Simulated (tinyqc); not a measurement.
Worked calculation: band-to-band tunnelling across a p-n junction in a two-band chain. Values are carried at full precision from step to step, so a last printed digit may differ when a step is redone from the rounded ones.

Sites alternate A at -Eg/2 and C at +Eg/2 with hopping -t; near the edges, with k counted from the zone boundary pi/a, E^2 = (Eg/2)^2 + (t a k)^2, so t = sqrt(c Eg/m)/a gives the mass m, c = hbar^2/2m0. In the gap cosh(q a) = 1 + (Eg^2/4 - e^2)/(2 t^2), e the energy from the local mid-gap. The potential is V0 = Eg + ov on the p side (left), 0 on the n side, and falls linearly over the 2N sites of the junction, V_j = V0 (1 - j/(2N + 1)), j = 1 to 2N, site 1 being A. E = Eg/2 + x ov. A half chain that ends on a site of level e1 with neighbour e2 has g = (1 + z)/(E - e1), z = exp(-/+ i k a) the root with Im g < 0, cos(k a) = (E - e1)(E - e2)/(2 t^2) - 1. S_L = t^2 g (ending on C, shifted by V0), S_R = t^2 g (starting on A). T = 4 Im(S_L) Im(S_R) |G_(1,2N)|^2.

Constants: hbar^2/2m0 = 3.80998211 eV angstrom^2.

Parameters, chosen for this exercise (gap and mass near those of InSb; not measured data): Eg = 0.179 eV (gap); m = 0.0144 m0 (mass of electron and light hole); a = 6 angstrom (period (two sites)); ov = 0.3 eV (overlap: top of the valence band on the p side above the conduction edge on the n side); N = 5 (periods in the small junction); x = 0.4 (energy above the n-side conduction edge, as a share of ov).

## Hopping, field and tunnelling length

Form t, V0, E, the field F = V0/((2N + 1) a/2) (1 V/angstrom = 100 MV/cm) and the length Eg/F over which E lies in the gap.

t = 1.1470 eV
V0 = 0.4790 eV
E = 0.2095 eV
F = 1.452 MV/cm
tunnelling length = 12.33 angstrom

So short a junction keeps the matrix small; its field is of the size of the 1 to 3 MV/cm of tunnel diodes.

## Self-energies of the two sides

Form cos(k a) and S for each side.

cos(k a): left -0.975440, right -0.986363

S_L, S_R (eV): -0.09000-0.80716i  0.06000-0.72414i

## Recursive Green function

g_1 = 1/(E - e_1 - S_L); g_j = 1/(E - e_j - t^2 g_(j-1)), with S_R also subtracted at the last site; G_1j = G_1(j-1) (-t) g_j, G_11 = g_1; e_j is the site level plus V_j. The self-energies stand in the order S_L, S_R.

Sweep:

| j | e_j (eV) | g_j (1/eV) | G_1j (1/eV) |
|---|---|---|---|
| 1 | 0.3460 | -0.0711-1.2348i | -0.0711-1.2348i |
| 2 | 0.4814 | -0.0668-0.6082i | 0.8560-0.1442i |
| 3 | 0.2589 | 0.0600-1.2468i | 0.1473+1.2341i |
| 4 | 0.3943 | -0.0956-0.5943i | -0.8251+0.2357i |
| 5 | 0.1718 | 0.2562-1.2255i | -0.0888-1.2290i |
| 6 | 0.3072 | -0.1559-0.5782i | 0.7992-0.2787i |
| 7 | 0.0847 | 0.4799-1.1064i | -0.0863+1.1676i |
| 8 | 0.2201 | -0.2537-0.5751i | -0.7953+0.2828i |
| 9 | -0.0024 | 0.6271-0.8695i | 0.2899-0.9966i |
| 10 | 0.1330 | -0.1951-0.4509i | 0.5803-0.0731i |

T = 0.7997

## WKB for the same field

T = exp(-2 I/F), I = integral of q de across the gap. Continuum: q = sqrt(Eg^2/4 - e^2)/(t a), I = pi Eg^2/(8 t a). Lattice: q from the cosh formula, 12 Gauss-Legendre points in u with e = (Eg/2) sin(u), u from -pi/2 to pi/2. F in V/angstrom is the value in MV/cm over 100.

I (eV/angstrom): continuum 0.001828, lattice 0.001828

T by WKB: continuum 0.7773, lattice 0.7773

The chain gives 0.7997, 1.029 times the lattice WKB value; the exponent is only 0.25, and reflections at the two kinks of the potential count.

## Checks

- G_(1,2N) from the sweep against inversion of the whole matrix (size): both 0.58485.

tinyqc: `OMP_NUM_THREADS=1 python tinyqc.py 1451187 1451188 out.jsonl`; about 0.01 s, one thread, shared Intel(R) Xeon(R) Processor @ 2.30GHz.
